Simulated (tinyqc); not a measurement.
Electron continuity equation in a given potential, Scharfetter-Gummel discretisation: two steps of the calculation.

Steady state in one dimension: J = q mu n E + q D dn/dx with E = -dpsi/dx and D = mu Vt, dJ/dx = 0, fixed densities nL and nR at the ends. The potential is given, psi = U x/L - Ub exp(-((x/L - xb)/sb)^2), and is not changed by the electrons.

Parameters, values chosen for the exercise; mobility that of a made-up semiconductor:
- T = 350 K (temperature)
- mu = 31200 cm^2/(V s) (electron mobility)
- L = 0.25 um (length of the region)
- nL = 2.1e14 cm^-3 (density at x = 0)
- nR = 6.2e14 cm^-3 (density at x = L)

Constants: q = 1.602176634e-19 C, kB = 1.380649e-23 J/K, Vt = kB T/q. Results are converted to the units shown.

Problem 1. Bernoulli factors. d_i = (psi_(i+1) - psi_i)/Vt; B(d) = d/(exp(d) - 1), B(0) = 1. The flux on interval i is J_i = (q D/h) [n_(i+1) B(d_i) - n_i B(-d_i)].

psi, node 0 to 11 (V): -0.00000299  0.08428261  0.16175683  0.18869842  0.15572929  0.26006017  0.46125257  0.58768680  0.67624595  0.76090803  0.84545454  0.93000000

Wanted: d_i; B(d_i); B(-d_i).

Solution 1.

```
interval      d_i     B(d_i)  B(-d_i)
0          2.7946    0.18199   2.9765
1          2.5687    0.21319   2.7819
2          0.8933    0.61899   1.5123
3         -1.0931     1.6442  0.55109
4          3.4592    0.11235   3.5715
5          6.6707  0.0084660   6.6792
6          4.1920   0.064338   4.2564
7          2.9362    0.16454   3.1008
8          2.8070    0.18039   2.9874
9          2.8032    0.18088   2.9841
10         2.8032    0.18089   2.9841
```

The largest |d_i| is 6.67, above 2, where central differences lose the sign pattern that keeps densities positive.

Problem 2. Densities and current. B(d) = d/(exp(d) - 1) with d_i = (psi_(i+1) - psi_i)/Vt; b and f are the diagonal and right side of the balance equations. Solve B(-d_(i-1)) n_(i-1) + b_i n_i + B(d_i) n_(i+1) = f_i (end values already in f), then J_i = (q D/h) [n_(i+1) B(d_i) - n_i B(-d_i)], h = L/11, D = mu Vt.

```
interval        B(d_i)     B(-d_i)
0           0.18199244   2.9765462
1           0.21318798   2.7819048
2           0.61899179   1.5122608
3            1.6442053  0.55108878
4           0.11234506   3.5715152
5         0.0084660033   6.6791541
6          0.064337721   4.2563616
7           0.16454192   3.1007882
8           0.18039195   2.9874281
9           0.18088192   2.9840864
10          0.18088641   2.9840558
```

```
node  diagonal b  right side f (cm^-3)
1     -2.9638973         -6.2507470e14
2     -1.7254488                     0
3     -1.1700806                     0
4     -5.2157205                     0
5     -6.7914992                     0
6     -4.2648276                     0
7     -3.1651259                     0
8     -3.1519700                     0
9     -3.1644784                     0
10    -3.1649377         -1.1214957e14
```

Wanted: n; J.

Solution 2.

n, node 0 to 11 (cm^-3): 2.100e14  2.832e14  1.005e15  1.528e15  1.633e14  8.604e13  1.377e14  1.958e14  2.044e14  2.061e14  2.298e14  6.200e14
J, interval 0 to 10 (in units of 1e4 A/cm^2): -3.805  -3.805  -3.805  -3.805  -3.805  -3.805  -3.805  -3.805  -3.805  -3.805  -3.805

Range of the model: The drift velocity mu E exceeds 1e7 cm/s somewhere, where real mobilities no longer stay constant.

Numbers from tinyqc (`OMP_NUM_THREADS=1 python tinyqc.py 2220107 2220108 out.jsonl`; about 0.01 s on one thread of a shared Intel Xeon 2.30GHz).
